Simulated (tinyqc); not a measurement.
Inside a calculation: optical transitions of a finite quantum well. Values are carried at full precision from step to step, so a last printed digit may differ when a step is redone from the rounded ones.

Each carrier sees a square well of width L with its own depth V and masses m (inside), mb (outside); c = hbar^2/2m0, k = sqrt(m E/c), kappa = sqrt(mb (V - E)/c), and level n solves k L + 2 atan[(k/m)/(kappa/mb)] = n pi. The envelope is cos(kz) for odd n and sin(kz) for even n inside, joins exp(-kappa (|z| - L/2)) outside, and is normalised to 1. Excitons and band mixing are left out.

Constants: hbar^2/2m0 = 3.80998211 eV angstrom^2; hc = 1239.841984 eV nm; fine-structure constant alpha = 0.007297352564.

Parameters, chosen for this exercise (near those of an InGaAs well in InAlAs; the results hold for these values, not for the real material):
- L = 101 angstrom (well width)
- Eg = 0.802 eV (gap of the well)
- Vc = 0.521 eV (conduction offset)
- Vv = 0.206 eV (valence offset)
- me = 0.0405 m0 (electron, well)
- meb = 0.0729 m0 (electron, barrier)
- mh = 0.368 m0 (heavy hole along z, well)
- mhb = 0.42 m0 (heavy hole, barrier)
- ml = 0.0528 m0 (light hole along z, well)
- mlb = 0.0869 m0 (light hole, barrier)
- Ns = 1.6 x 1e12/cm^2 (electrons in e1)
- n_r = 3.41 (refractive index)
- G = 5 meV (half width of the line)

## Confinement energies

Up to three levels for each carrier.

Levels:
```
level  E (eV)  k (1/angstrom)  kappa (1/angstrom)
e1     0.0496         0.02297             0.09497
e2     0.1999         0.04609             0.07839
e3     0.4396         0.06836             0.03947
hh1    0.0076         0.02703             0.14790
hh2    0.0301         0.05396             0.13923
hh3    0.0673         0.08064             0.12364
lh1    0.0322         0.02112             0.06297
lh2    0.1273         0.04200             0.04238
```

## Interband transitions

From e1 and e2 to each hole level: E = Eg + E_e + E_h, wavelength hc/E, squared overlap of the envelopes, and the strength |<S|p|v>|^2 in units of P^2 at the subband edge: overlap^2 times 1/2 (hh) or 1/6 (lh) for light polarised in the plane (TE), times 0 (hh) or 2/3 (lh) along z (TM).

Transitions:
```
pair    E (eV)  wavelength (nm)  overlap^2      TE      TM
e1-hh1  0.8592           1443.0     0.9820  0.4910  0.0000
e1-hh2  0.8818           1406.0     0.0000  0.0000  0.0000
e1-lh1  0.8838           1402.8     0.9925  0.1654  0.6617
e1-hh3  0.9190           1349.2     0.0108  0.0054  0.0000
e1-lh2  0.9789           1266.6     0.0000  0.0000  0.0000
e2-hh1  1.0094           1228.2     0.0000  0.0000  0.0000
e2-hh2  1.0320           1201.4     0.9433  0.4716  0.0000
e2-lh1  1.0341           1199.0     0.0000  0.0000  0.0000
e2-hh3  1.0692           1159.6     0.0000  0.0000  0.0000
e2-lh2  1.1291           1098.0     0.9559  0.1593  0.6373
```

The edge is e1-hh1 at 1443 nm. Pairs of opposite parity vanish exactly; e1-hh3 is allowed by parity and reaches 0.0108, only because the two envelopes leak differently into the barriers.

## Intersubband transitions from e1

z_1j = <1|z|j>; 1/m1 = <1|1/m|1>; f_1j = (m1/c)(E_j - E_1) z_1j^2, which sums to 1 over all bound and continuum states.

Transitions:
```
pair  E (meV)  wavelength (micrometre)  |z| (angstrom)        f
1-2    150.23                    8.253          24.507  0.96973
1-3    389.93                    3.180           0.000  0.00000
```

m1 = 0.04095 m0
sum of f over bound states = 0.9697

The continuum carries the remaining 0.0303. With hard walls z_12 = 16 L/(9 pi^2) = 18.19 angstrom and f_12 = 256/(27 pi^2) = 0.9607.

## Absorption of one well

For light polarised along z (a real waveguide or Brewster geometry adds an angle factor), with all electrons in e1 and none in e2, the peak fractional absorption is 4 pi alpha Ns c f_12/(n_r m1 G) and the area under the Lorentzian line is pi G times that, c = hbar^2/2m0; 1e12/cm^2 = 1e-4/angstrom^2. EF - E1 = 2 pi c Ns/m1 at zero temperature.

peak absorption = 7.764 %
area = 121.96 % meV
EF - E1 = 93.5 meV

EF lies below e2, as assumed.

## Checks

- Sum of f over all levels of a difference grid (60 cells across the well) against 1: 0.999 against 1.000.
- The strength f_12 on that grid against the matched envelopes: 0.969 against 0.970.

Program tinyqc; command `OMP_NUM_THREADS=1 python tinyqc.py 1280630 1280631 out.jsonl`; about 0.1 s on one thread of a shared Intel(R) Xeon(R) Processor @ 2.30GHz.
